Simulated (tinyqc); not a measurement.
Ellipsoidal valleys in the axes of a wafer and a channel: one step. Tensors of the valley [1-1-1].

Valleys with axes a along [111], [1-1-1], [-11-1] and [-1-11], one whole valley each; inverse mass tensor w = 1/mt + (1/ml - 1/mt) a a. Device axes: z = nz/|nz|, x = nx/|nx|, y = z cross x; in them a = (ax, ay, az). Confinement mass mz = 1/w_zz. In the plane w_ij is replaced by u_ij = w_ij - w_iz w_jz/w_zz (i, j = x, y); density-of-states mass md = 1/sqrt(det u); conductivity mass along x mc = 1/u_xx; ballistic transport mass mx = u_yy/det u, width mass my = 1/u_yy.

Inputs chosen for the exercise (out of a larger set: near those of the L valleys of Ge; not measured data): ml = 1.601 m0 (longitudinal mass); mt = 0.081 m0 (transverse mass).

valley axes:
```
                ax         ay         az
[111]     0.577350   0.577350   0.577350
[1-1-1]   0.577350  -0.577350  -0.577350
[-11-1]  -0.577350   0.577350  -0.577350
[-1-11]  -0.577350  -0.577350   0.577350
```

Question. Form w and the reduced tensor u.

Give: w; u.

Answer.

w (1/m0):
```
        x        y        z
x  8.4387   3.9070   3.9070
y  3.9070   8.4387  -3.9070
z  3.9070  -3.9070   8.4387
```

u (1/m0):
```
        x       y
x  6.6297  5.7159
y  5.7159  6.6297
```

The axis is tilted against the normal, so w_xz or w_yz is not zero and the reduction changes the masses in the plane.

Program tinyqc; command `OMP_NUM_THREADS=1 python tinyqc.py 1850391 1850392 out.jsonl`; about 0.01 s on one thread of a shared Intel(R) Xeon(R) Processor @ 2.30GHz.
